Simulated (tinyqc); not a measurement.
## Front-illuminated p-i-n photodiode, quantum efficiency and bandwidth: efficiency and bandwidth against the thickness of the depleted layer

Light enters through a p layer (0 to xp), a depleted layer (xp to xp + wi) and a thick n substrate, decaying as exp(-al x); one pass, no back reflection. Carriers made in the depleted layer are all collected; those in the neutral layers diffuse.

k = al Ln, s = S Ln/Dn, e = exp(-al xp); front layer f1 = (k/(k^2 - 1)) {[s + k - e (s cosh(xp/Ln) + sinh(xp/Ln))]/[s sinh(xp/Ln) + cosh(xp/Ln)] - k e}; depleted layer f2 = e (1 - exp(-al wi)); substrate f3 = e exp(-al wi) al Lp/(1 + al Lp); external efficiency (1 - Rf)(f1 + f2 + f3); responsivity = efficiency q lam/(h c). Drift response for pairs made in the depleted layer, a = al wi, g = 1 - exp(-a), u = 2 pi i f, te = wi/ve, th = wi/vh: electrons He = [g - a (exp(-a) - exp(-u te))/(u te - a)]/(u te g), holes Hh = [g - a (1 - exp(-a - u th))/(a + u th)]/(u th g); C = eps0 eps_r pi (dia/2)^2/wi + Cp; total |He + Hh|/sqrt(1 + (2 pi f RL C)^2), for the current of the depleted layer alone. Limits are the frequencies at which each factor falls to 1/sqrt(2); inverse-square sum (f_transit^-2 + f_RC^-2)^(-1/2); the diffusion currents f1 and f3 are left out of the bandwidth.

Values chosen for this exercise; values close to those of germanium at this wavelength:
```
symbol,value,unit,meaning
lam,1550,nm,wavelength
al,1560,1/cm,absorption coefficient
Rf,0.05,,reflectance of the front face
eps_r,16.8,,relative permittivity
xp,0.2,um,thickness of the front p layer
Dn,13,cm^2/s,electron diffusion coefficient in the p layer
Ln,13,um,electron diffusion length in the p layer
S,3e6,cm/s,recombination velocity of the front surface
Lp,12,um,hole diffusion length in the thick n substrate
ve,5.76e6,cm/s,electron drift velocity
vh,4.07e6,cm/s,hole drift velocity
dia,330,um,diameter
RL,50,ohm,load resistance
Cp,20,fF,parasitic capacitance
```

Constants: q = 1.602176634e-19 C, h = 6.62607015e-34 J s, c = 299792458 m/s, eps0 = 8.8541878128e-14 F/cm where lengths are in cm. Results are converted to the units shown.

Result of one run:

| f2 | f1 + f3 | responsivity (A/W) | transit limit (GHz) | RC limit (GHz) | 3 dB bandwidth (GHz) | inverse-square sum (GHz) | bandwidth x (1 - Rf) f2 (GHz) |
|---|---|---|---|---|---|---|---|
| 0.6589 | 0.2203 | 1.044 | 3.757 | 1.806 | 1.583 | 1.627 | 0.9909 |

Which thickness of the depleted layer wi gave this result: 0.91, 2.6, 7.3, 12 or 35 um?

wi = 7.3 um.

The whole series:

| wi (um) | f2 | f1 + f3 | responsivity (A/W) | transit limit (GHz) | RC limit (GHz) | 3 dB bandwidth (GHz) | inverse-square sum (GHz) | bandwidth x (1 - Rf) f2 (GHz) |
|---|---|---|---|---|---|---|---|---|
| 0.91 | 0.1283 | 0.5662 | 0.8248 | 28.55 | 0.2273 | 0.2273 | 0.2273 | 0.02770 |
| 1.5 | 0.2022 | 0.5180 | 0.8554 | 17.42 | 0.3744 | 0.3743 | 0.3743 | 0.07191 |
| 2.6 | 0.3232 | 0.4392 | 0.9054 | 10.16 | 0.6479 | 0.6460 | 0.6465 | 0.1983 |
| 4.3 | 0.4737 | 0.3411 | 0.9676 | 6.233 | 1.069 | 1.048 | 1.053 | 0.4714 |
| 7.3 | 0.6589 | 0.2203 | 1.044 | 3.757 | 1.806 | 1.583 | 1.627 | 0.9909 |
| 12 | 0.8202 | 0.1152 | 1.111 | 2.345 | 2.947 | 1.759 | 1.835 | 1.371 |
| 21 | 0.9327 | 0.04190 | 1.157 | 1.364 | 5.086 | 1.302 | 1.317 | 1.154 |
| 35 | 0.9652 | 0.02072 | 1.171 | 0.8048 | 8.300 | 0.7997 | 0.8011 | 0.7333 |
| 58 | 0.9692 | 0.01810 | 1.173 | 0.4667 | 13.30 | 0.4663 | 0.4664 | 0.4293 |

As wi goes from 0.91 to 58, the responsivity rises from 0.825 to 1.17 A/W and the bandwidth goes from 0.227 through a maximum of 1.76 (at wi = 12 among the rows listed) to 0.466 GHz. The RC limit is the lower one for wi = 0.91, 1.5, 2.6, 4.3, 7.3, the transit limit elsewhere. Adding inverse squares of the two limits is within 4.3 % of the full result. The product of bandwidth and fast efficiency goes from 0.0277 through a maximum of 1.37 (at wi = 12 among the rows listed) to 0.429 GHz. For wi = 0.91, 1.5, 2.6, 4.3, 7.3 the diffusion currents exceed 0.3 of the drift current; their own response times, left out, may then shape the whole response.

tinyqc, about 0.01 s, one thread, Intel Xeon 2.30GHz (shared host): `OMP_NUM_THREADS=1 python tinyqc.py 2250134 2250135 out.jsonl`
